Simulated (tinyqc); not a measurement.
# Charge centroid from charge and shift

Inverse problem. A sheet of N electrons in the storage layer of a charge-trap cell shifts the threshold by U = (q/eps0) N (tb/eb + xc tn/en). Find xc and the distance xc tn from the blocking layer.

Parameters, values chosen for the exercise:
- tn = 6.5 nm (storage layer)
- en = 7.6 (its relative permittivity)
- tb = 10.5 nm (blocking layer)
- eb = 9 (its relative permittivity)

Constants: q = 1.602176634e-19 C, eps0 = 8.8541878128e-14 F/cm where lengths are in cm. Results are converted to the units shown.

N = 2.8e12 cm^-2
U = 0.88577240 V

Solution. U eps0/(q N) is the electrical distance from the gate; subtract that of the blocking layer.

xc = 0.680
distance = 4.42 nm

Program tinyqc, `OMP_NUM_THREADS=1 python tinyqc.py 2130122 2130123 out.jsonl`; Intel Xeon 2.30GHz, shared host, one thread, about 0.1 s.
